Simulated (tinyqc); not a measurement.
Epitaxial growth on a vicinal surface: Burton-Cabrera-Frank step flow, step-edge barrier and island nucleation: one step, computed by the program tinyqc.

Adatoms land at rate F, hop on a square grid (a simplification for hexagonal faces), desorb, or join steps. Lengths are in units of a and n is the adatom coverage. Steps ascend at x = 0 and descend at x = l.

Question. Scales. D = nu exp(-E_d/(k_B T)) (a^2/s, nu counted per direction); tau = exp(E_a/(k_B T))/nu; x_s = sqrt(D tau); n_eq = exp(-E_f/(k_B T)); terrace width l = h/(a tan(miscut)); Schwoebel length l_s = exp(E_s/(k_B T)) - 1. Temperatures in kelvin are T(C) + 273.15.

Inputs (values chosen for the exercise, close to those used for 4H-SiC(0001)):
```
quantity,value,unit
site spacing a,3.08,angstrom
step height h,2.52,angstrom
diffusion barrier E_d,1.75,eV
desorption energy E_a,3.92,eV
adatom formation energy E_f,1.51,eV
step-edge barrier E_s,0.06,eV
attempt frequency nu,5,THz
miscut angle,2,degrees
temperature T,1570,C
```

Constants: k_B = 8.617333262e-05 eV/K.

Give: D; lifetime tau; diffusion length x_s; equilibrium coverage n_eq; terrace width l; Schwoebel length l_s.

Answer.

D = 8.2015e+07 a^2/s

lifetime tau = 0.010462 s

diffusion length x_s = 926.29 a

equilibrium coverage n_eq = 7.4330e-05

terrace width l = 23.430 a

Schwoebel length l_s = 0.45901 a

l/x_s = 0.0253: nearly every adatom reaches a step.
